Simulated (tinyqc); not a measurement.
RHF in the 6-31g basis, for H2, spin multiplicity 1, step by step. One step of it, computed by the program tinyqc.

Question. Orthogonalisation. S = U s U^T; symmetric (Loewdin) form X = U s^(-1/2) U^T, so that X^T S X = 1.

overlap S, lower triangle:
```
          1H 1s     1H 2s     2H 1s     2H 2s
1H 1s  1.000000
1H 2s  0.658292  1.000000
2H 1s  0.274436  0.424061  1.000000
2H 2s  0.424061  0.763508  0.658292  1.000000
```

Give: eigenvalues of S; X.

Answer.

eigenvalues of S: 0.1424  0.4093  0.8196  2.6286

X, lower triangle:
```
         1H 1s    1H 2s    2H 1s   2H 2s
1H 1s   1.2567
1H 2s  -0.4980   1.7104
2H 1s  -0.0625   0.0365   1.2567
2H 2s   0.0365  -0.7248  -0.4980  1.7104
```
